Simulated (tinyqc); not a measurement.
## Phonon and roughness prefactors from two fields

Question. At 300 K and high field 1/mu = E^(1/3)/Ap + E^gs/As, E in MV/cm. Find Ap and As.

Values chosen for this exercise: exponent of the roughness term gs = 1.

mu at E = 0.48 and 1.13 MV/cm (cm^2/(V s)): [123.15361, 82.340764]

Answer. Two linear equations in 1/Ap and 1/As.

Ap = 115 cm^2/(V s)
As = 366 cm^2/(V s)

Numbers from tinyqc (`OMP_NUM_THREADS=1 python tinyqc.py 2510133 2510134 out.jsonl`; about 0.01 s on one thread of a shared Intel Xeon 2.30GHz).
